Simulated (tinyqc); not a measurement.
Comparisons within one model: coherent potential approximation for a binary alloy with a semi-elliptic band. A value that a table varies takes the place of the one given here.

Site levels eA = -x d (share 1 - x) and eB = (1 - x) d (share x), so that their mean, the virtual crystal, is 0. Pure band: G0(z) = 2 (z - sqrt(z - W) sqrt(z + W))/W^2 with principal roots, density -Im G/pi per site. The medium has a self-energy S(z), G = G0(z - S), z = E + i eta. t_i = (e_i - S)/(1 - (e_i - S) G); the CPA demands <t> = (1 - x) tA + x tB = 0. Iteration: start at S = 0, set S(new) = S + <t>/(1 + <t> G), stop when |<t>| < 1e-9 eV.

Inputs chosen for the exercise:

| symbol | value | unit | meaning |
|---|---|---|---|
| W | 4.1 | eV | half width of the pure band |
| x | 0.39 |  | fraction of B |
| d | 5.35 | eV | eB - eA |
| eta | 0.082 | eV | broadening |
| E1 | -6.2 | eV | first energy |
| dE | 0.97 | eV | step |
| E | -1.92 | eV | energy |

## Virtual crystal, CPA and unmixed bands

Fifteen energies E1 + j dE. Virtual crystal: G0(z). Unmixed: (1 - x) G0(z - eA) + x G0(z - eB), the limit of large separate grains.

Densities (1/eV) and self-energy (eV):

| E (eV) | virtual crystal | CPA | unmixed | Re S | Im S |
|---|---|---|---|---|---|
| -6.20 | 0.0010 | 0.0025 | 0.0107 | -1.0712 | -0.0195 |
| -5.23 | 0.0019 | 0.0494 | 0.0592 | -1.3773 | -0.2093 |
| -4.26 | 0.0080 | 0.0959 | 0.0787 | -1.4480 | -0.4565 |
| -3.29 | 0.0897 | 0.1157 | 0.0890 | -1.5310 | -0.6555 |
| -2.32 | 0.1250 | 0.1217 | 0.0933 | -1.6530 | -0.8617 |
| -1.35 | 0.1435 | 0.1157 | 0.0927 | -1.8576 | -1.1032 |
| -0.38 | 0.1515 | 0.0945 | 0.1109 | -2.2896 | -1.4127 |
| 0.59 | 0.1506 | 0.0321 | 0.1146 | -4.2351 | -1.4986 |
| 1.56 | 0.1405 | 0.0443 | 0.0955 | 5.0837 | -4.6166 |
| 2.53 | 0.1191 | 0.0873 | 0.0606 | 2.7367 | -2.4075 |
| 3.50 | 0.0780 | 0.0984 | 0.0602 | 2.3189 | -1.6281 |
| 4.47 | 0.0046 | 0.0931 | 0.0572 | 2.1326 | -1.1154 |
| 5.44 | 0.0016 | 0.0694 | 0.0505 | 2.0187 | -0.6614 |
| 6.41 | 0.0009 | 0.0055 | 0.0379 | 1.6765 | -0.0637 |
| 7.38 | 0.0006 | 0.0014 | 0.0068 | 1.2569 | -0.0233 |

d/W = 1.30. CPA and virtual crystal differ by at most 0.118 1/eV, at 0.59 eV, against a peak of 0.155 for the pure band. |Im S| is largest at 1.56 eV (Im S = -4.617 eV); where the density is near zero this is no damping of states. The CPA density has a dip at 0.59 eV (0.0321): the band is parting, or has parted, into an A-like and a B-like subband (in a true gap only the tail of eta remains), which no virtual crystal can show.

## Bowing of the band edge from disorder

For eta = 0 the CPA reads G = (1 - x)/(y - eA) + x/(y - eB) with y = E - W^2 G/4; the lower edge is the maximum of E(y) = y + W^2 G(y)/4 for y < eA. The virtual crystal puts it at -W. Second order: -W - 2 x (1 - x) d^2/W, from S = x (1 - x) d^2 G0(-W), G0(-W) = -2/W.

Lower edge (eV):

| x | edge | edge + W | second order | (edge + W)/(x (1 - x)) |
|---|---|---|---|---|
| 0.05 | -4.2923 | -0.1923 | -0.6632 | -4.0479 |
| 0.10 | -4.4822 | -0.3822 | -1.2566 | -4.2465 |
| 0.25 | -5.0355 | -0.9355 | -2.6179 | -4.9891 |
| 0.40 | -5.5576 | -1.4576 | -3.3509 | -6.0735 |
| 0.50 | -5.8824 | -1.7824 | -3.4905 | -7.1296 |
| 0.60 | -6.1814 | -2.0814 | -3.3509 | -8.6723 |
| 0.75 | -6.5553 | -2.4553 | -2.6179 | -13.0951 |
| 0.90 | -6.7402 | -2.6402 | -1.2566 | -29.3358 |
| 0.95 | -6.6849 | -2.5849 | -0.6632 | -54.4199 |

second-order coefficient = -13.9622 eV

Disorder pushes the edge below the virtual crystal, most at x = 0.9 (-2640 meV). The coefficient runs from -4.048 at x = 0.05 to -54.420 eV at 0.95, against -13.962 in second order, which is only a guide at d/W = 1.30: it depends strongly on x and is largest in size where the low-lying A atoms are dilute and act as attractive impurities. For d above W/2 they bind a level, and the ratio then measures that level rather than bowing.

## When the band splits

x as given, d varied, eta as given. The density is taken at E = (eA + eB)/2 and at E = eA + eB = (1 - 2x) d, where S has its pole for well split bands; a gap shows as a density of the size of the broadening tail.

Between the two levels:

| d/W | d (eV) | density at the midpoint (1/eV) | density at (1 - 2x) d (1/eV) | Im S at the midpoint (eV) |
|---|---|---|---|---|
| 0.2 | 0.82 | 0.1493 | 0.1492 | -0.078 |
| 0.4 | 1.64 | 0.1404 | 0.1398 | -0.324 |
| 0.6 | 2.46 | 0.1252 | 0.1227 | -0.776 |
| 0.8 | 3.28 | 0.1041 | 0.0946 | -1.429 |
| 1.0 | 4.10 | 0.0802 | 0.0464 | -1.970 |
| 1.2 | 4.92 | 0.0526 | 0.0152 | -1.910 |
| 1.5 | 6.15 | 0.0070 | 0.0054 | -0.991 |
| 2.0 | 8.20 | 0.0022 | 0.0022 | -1.215 |

The midpoint density falls from 0.149 to 0.0022 1/eV; it first drops below a tenth of the pure peak (0.016) at d/W = 1.5. At (1 - 2x) d the density drops below that mark at d/W = 1.2, so the bands have parted by then (this mark lags the true splitting), and is least, 0.0022, at d/W = 2. For x = 1/2 the two coincide and the band splits at d = W exactly; here x = 0.39. The size of Im Sigma at the midpoint is largest at d/W = 1. It is a lifetime only where the density there is finite; for well separated bands, d/W above 1/(2 sqrt(x (1 - x))), S has a pole in the gap at (1 - 2x) d.

## What each parameter does

Converged values at E. Each row changes one parameter from the base and keeps the others.

Results:

| case | Re S (eV) | Im S (eV) | density (1/eV) |
|---|---|---|---|
| base | -1.7231 | -0.9553 | 0.1207 |
| W = 4.51 eV | -1.6465 | -1.0175 | 0.1106 |
| x = 0.44 | -1.9842 | -1.2155 | 0.1137 |
| d = 5.885 eV | -2.0148 | -1.0241 | 0.1189 |
| eta = 0.164 eV | -1.7028 | -0.9712 | 0.1179 |
| E = -1.51 eV | -1.8146 | -1.0596 | 0.1176 |

The largest shifts from the base row, up to three for each result and ties (the steps differ in size, so this ranks the rows, not the parameters). Re S (eV): d -0.2917, x -0.2611, E -0.0915. Im S (eV): x -0.2603, E -0.1043, d -0.0688. density (1/eV): W -0.0101, x -0.0070, E -0.0032.

tinyqc: `OMP_NUM_THREADS=1 python tinyqc.py 1482093 1482094 out.jsonl`; about 0.01 s, one thread, shared Intel(R) Xeon(R) Processor @ 2.30GHz.
